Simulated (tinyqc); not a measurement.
# Capacitance measurement on a leaky thin oxide: effects of series resistance and leakage: two studies

The device is a capacitance C in parallel with a leakage conductance G, in series with Rs and Ls. An impedance meter reports either a parallel pair (Cp, Gp) from Y = 1/Z = Gp + i w Cp or a series pair (Cs, Rm) from Z = Rm + 1/(i w Cs); w = 2 pi f, dissipation D = Gp/(w |Cp|).

Parameters, values chosen for the exercise; values of the order met in thin-oxide MOS capacitors: relative permittivity of the gate insulator (close to aluminium oxide) eox = 8.84; insulator thickness tox = 4.8 nm; gate area A = 10000 um^2; oxide-equivalent thickness added by the accumulation layer zc = 0.26 nm; oxide-equivalent thickness added by gate depletion zp = 0 nm; gate leakage current density, not matched to the thickness Jg = 0.52 A/cm^2; voltage for an e-fold rise of the leakage Vs = 0.24 V; series resistance Rs = 8.1 ohm; series inductance Ls = 11 nH; measuring frequency f = 50000 Hz.

Constants: eps0 = 8.8541878128e-14 F/cm where lengths are in cm. Results are converted to the units shown.

Each table varies one quantity; the others keep the values above.

## Readings against frequency

EOT = 3.9 tox/eox; CET = EOT + zc + zp; C = 3.9 eps0 A/CET; G = Jg A/Vs. Z = Rs + i w Ls + 1/(G + i w C); CET read from Cp = 3.9 eps0 A/Cp; errors under 0.001 % are printed as 0.

The same in every row: C (pF) = 145.2.

Readings against frequency:
```
f (Hz)  Cp (pF)  Cs (pF)        D  error of Cp (%)  error of Cs (%)  CET read from Cp (nm)
1000      144.7  8.188e6    237.9           -0.350           5.64e6                  2.386
3000      144.7  9.099e5    79.28           -0.350           6.26e5                  2.386
10000     144.7  8.202e4    23.79           -0.350           5.64e4                  2.386
30000     144.7     9243    7.929           -0.350             6260                  2.386
1e5       144.7    964.0    2.379           -0.350              564                  2.386
3e5       144.7    236.2   0.7951           -0.350             62.6                  2.386
1e6       144.7    153.4   0.2453           -0.350             5.64                  2.386
3e6       144.7    146.2   0.1015           -0.343            0.684                  2.386
1e7       144.8    146.2  0.09832           -0.272            0.692                  2.384
3e7       145.4    154.0   0.2435           0.0905             6.02                  2.375
```

D goes from 238 through a minimum of 0.0983 (at f = 1e7 Hz among the rows listed) to 0.243; without inductance its minimum lies at f = sqrt(G (1 + G Rs)/Rs)/(2 pi C) = 5.67e6 Hz. The error of Cp goes from -0.350 to 0.0905 % and that of Cs from 5.64e6 to 6.02 %; at low frequency Cp tends to C/(1 + G Rs)^2 and Cs grows as 1 + (G/(w C))^2. One of the two readings is within 2 % of C for f = 1000, 3000, 10000, 30000, 1e5, 3e5, 1e6, 3e6, 1e7, 3e7 Hz. At the highest frequencies Ls raises both readings, by about w^2 Ls C in relative terms. For f = 1000, 3000, 10000, 30000, 1e5 D exceeds 1, where the accuracy of real meters degrades in proportion to sqrt(1 + D^2).

## Effect of the gate area

Same model as above.

Rs is held fixed.

Effect of the gate area:
```
A (um^2)  C (pF)  Cp (pF)  Cs (pF)      D  error of Cp (%)  error of Cs (%)  CET read from Cp (nm)
20        0.2905   0.2905    6.841  4.749                0             2260                  2.378
70         1.017    1.017    23.94  4.749         -2.46e-3             2260                  2.378
200        2.905    2.904    68.41  4.749         -7.03e-3             2260                  2.378
600        8.714    8.712    205.2  4.749          -0.0211             2260                  2.378
2000       29.05    29.03    684.1  4.750          -0.0702             2260                  2.379
5000       72.62    72.49     1710  4.753           -0.175             2260                  2.382
10000      145.2    144.7     3420  4.757           -0.350             2260                  2.386
40000      580.9    572.9  1.368e4  4.784            -1.39             2260                  2.411
```

What does the comparison show?

As A goes from 20 to 40000, the error of Cp goes from 0 to -1.39 %, that of Cs from 2260 to 2260 %, and D rises from 4.75 to 4.78. The CET read from Cp goes from 2.38 to 2.41 nm against the true 2.38 nm. G/(w C) does not depend on the area, while G Rs and w C Rs and w^2 Ls C grow with it. In every row D exceeds 1, where the accuracy of real meters degrades in proportion to sqrt(1 + D^2).

Computed by the program tinyqc: `OMP_NUM_THREADS=1 python tinyqc.py 2022008 2022009 out.jsonl`, one thread of a shared Intel Xeon 2.30GHz, about 0.01 s for the whole run.
